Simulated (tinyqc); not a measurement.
# Frequency dispersion of an accumulation capacitance by border traps, distributed model: effects of single changes

Traps spread evenly through the insulator exchange electrons with the semiconductor by tunnelling, with tau(x) = t0 exp(2 ka x) at depth x from the interface. The admittance per area Y seen at depth x obeys dY/dx = -Y^2/(i w eps0 eox) + q Nb ln(1 + i w tau)/tau, with Y(0) = i w Cs and w = 2 pi f; the gate sees Y(tox) = G + i w C. Working variable y = Y/(i w), in uF/cm^2. Cox = eps0 eox/tox.

Parameters, values chosen for the exercise; permittivity close to that of aluminium oxide: relative permittivity of the insulator eox = 8.42; insulator thickness tox = 11 nm; semiconductor capacitance in accumulation Cs = 1.1 uF/cm^2; density of border traps Nb = 6.1e18 cm^-3 eV^-1; decay constant of the wave function in the insulator ka = 5.3 1/nm; time constant of a trap at the interface t0 = 2e-11 s; frequency f = 100 Hz.

Constants: q = 1.602176634e-19 C, eps0 = 8.8541878128e-14 F/cm where lengths are in cm. Results are converted to the units shown.

Each table varies one quantity; the others keep the values above.

## Capacitance and loss against frequency

Cox; trap-free value 1/(1/Cox + 1/Cs); response depth d = ln(1/(w t0))/(2 ka), where w tau = 1; lumped estimate: all traps within d act as C_bt = q Nb d placed at d/2, so C = 1/{1/[1/(1/Cs + d/(2 eps0 eox)) + C_bt] + (tox - d/2)/(eps0 eox)}. C and G from a fine integration; dispersion -d C/d log10 f over C, from f times and over 1.1. For a broad spread of time constants G/w is close to -(pi/2) dC/d ln w.

The same in every row: trap-free C (uF/cm^2) = 0.4194.

Results:

| f (Hz) | d (nm) | C (uF/cm^2) | G/w (uF/cm^2) | dispersion (% a decade) | -(pi/2) dC/d ln w (uF/cm^2) | lumped C (uF/cm^2) |
|---|---|---|---|---|---|---|
| 10 | 1.933 | 0.4540 | 0.002983 | 0.9629 | 0.002982 | 0.4516 |
| 100 | 1.716 | 0.4497 | 0.002879 | 0.9384 | 0.002879 | 0.4475 |
| 10000 | 1.282 | 0.4416 | 0.002680 | 0.8896 | 0.002680 | 0.4397 |
| 1e5 | 1.065 | 0.4377 | 0.002584 | 0.8653 | 0.002584 | 0.4360 |
| 1e6 | 0.8473 | 0.4340 | 0.002490 | 0.8410 | 0.002490 | 0.4323 |
| 1e7 | 0.6301 | 0.4304 | 0.002398 | 0.8168 | 0.002398 | 0.4288 |

Estimate the missing row, f = 1000 Hz.

Computed row:

| f (Hz) | d (nm) | C (uF/cm^2) | G/w (uF/cm^2) | dispersion (% a decade) | -(pi/2) dC/d ln w (uF/cm^2) | lumped C (uF/cm^2) |
|---|---|---|---|---|---|---|
| 1000 | 1.499 | 0.4456 | 0.002778 | 0.9139 | 0.002778 | 0.4436 |

With this row back in the table: C falls from 0.4540 to 0.4304 uF/cm^2, towards the trap-free 0.4194; each decade of frequency removes ln 10/(2 ka) = 0.217 nm from the response depth. The dispersion falls from 0.963 to 0.817 % a decade and G/w falls from 0.00298 to 0.00240 uF/cm^2. G/w stays at 1.00 times -(pi/2) dC/d ln w, the relation for a broad spread of time constants.

## Effect of the semiconductor capacitance in accumulation

Same model as above.

The same in every row: d (nm) = 1.716.

Effect of the semiconductor capacitance in accumulation:

| Cs (uF/cm^2) | C (uF/cm^2) | G/w (uF/cm^2) | dispersion (% a decade) | -(pi/2) dC/d ln w (uF/cm^2) | lumped C (uF/cm^2) | trap-free C (uF/cm^2) |
|---|---|---|---|---|---|---|
| 0.2 | 0.2482 | 0.006981 | 4.121 | 0.006978 | 0.2431 | 0.1544 |
| 0.39 | 0.3156 | 0.005410 | 2.512 | 0.005408 | 0.3116 | 0.2476 |
| 0.75 | 0.3987 | 0.003748 | 1.378 | 0.003748 | 0.3959 | 0.3560 |
| 1.4 | 0.4807 | 0.002408 | 0.7342 | 0.002407 | 0.4788 | 0.4567 |
| 2.8 | 0.5574 | 0.001421 | 0.3736 | 0.001421 | 0.5562 | 0.5457 |
| 5.4 | 0.6083 | 9.096e-4 | 0.2190 | 9.086e-4 | 0.6074 | 0.6022 |
| 10 | 0.6385 | 6.604e-4 | 0.1513 | 6.591e-4 | 0.6378 | 0.6347 |
| 20 | 0.6581 | 5.199e-4 | 0.1155 | 5.185e-4 | 0.6575 | 0.6555 |

What does the comparison show, and why?

As Cs goes from 0.2 to 20, C rises from 0.248 to 0.658 uF/cm^2, the dispersion falls from 4.12 to 0.115 % a decade and G/w falls from 0.00698 to 5.20e-4 uF/cm^2. The lumped estimate is 2.1 % below C in the first row and 0.10 % below it in the last. The same traps disperse C more when Cs is small, since they then add to the weaker series term.

Computed by the program tinyqc: `OMP_NUM_THREADS=1 python tinyqc.py 2202116 2202117 out.jsonl`, one thread of a shared Intel Xeon 2.30GHz, about 0.6 s for the whole run.
